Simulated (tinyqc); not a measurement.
Raising U: Hubbard chain of 2 sites, mean field against exact. Computed by the program tinyqc. 

one-body matrix (hopping and site energies) (eV):
```
         1        2
1  -0.4000  -1.2000
2  -1.2000   0.1900
```

electrons, up and down: 1  1

Collinear unrestricted mean field (the lowest of 40 random starts) against exact diagonalisation.

Exact and mean-field results (eV):

| U | U/t | E exact | E mean field | mean \|n_up - n_down\| | double occupancy, exact | first gap in the sector |
|---|---|---|---|---|---|---|
| 0.600 | 0.500 | -2.38443 | -2.36757 | 0.000 | 0.231 | 2.174 |
| 1.200 | 1.000 | -2.12676 | -2.05813 | 0.000 | 0.199 | 1.917 |
| 2.400 | 2.000 | -1.71820 | -1.44619 | 0.000 | 0.144 | 1.508 |
| 3.600 | 3.000 | -1.42460 | -1.02507 | 0.734 | 0.103 | 1.215 |
| 4.800 | 4.000 | -1.21296 | -0.81732 | 0.862 | 0.075 | 1.003 |
| 7.200 | 6.000 | -0.94036 | -0.61243 | 0.942 | 0.043 | 0.730 |
| 9.600 | 8.000 | -0.77838 | -0.51107 | 0.968 | 0.027 | 0.568 |
| 14.400 | 12.000 | -0.60007 | -0.41033 | 0.986 | 0.013 | 0.390 |
| 24.000 | 20.000 | -0.44779 | -0.33007 | 0.995 | 4.86e-03 | 0.238 |

In absolute terms mean field is worst at U/t = 3.0, 0.400 eV too high: at small U it is nearly exact, and at large U it misses only exchange-scale energies. Its local moments set in at U/t = 3.0 of those listed, a broken symmetry that the exact state of a finite cluster with equal spins does not have. Relative to the exact energy its error is 0.7 % at the smallest U, 35 % at most and 26 % at the largest. The double occupancy falls from 0.231 to 0.005.
